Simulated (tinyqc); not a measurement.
Inside a calculation. Method: UHF in the sto-6g basis, for BeH2, spin multiplicity 1. One step of it, computed by the program tinyqc.

Problem. Iteration 2: DIIS coefficients. Solve [B -1; -1 0][c; lambda] = [0; -1] for the coefficients, which sum to one.

B (overlaps of the stored error matrices):
```
               1              2
1  2.3019420e-01  1.0757778e-01
2  1.0757778e-01  5.7962532e-02
```

Give: DIIS coefficients.

Solution.

DIIS coefficients: -0.6797  1.6797
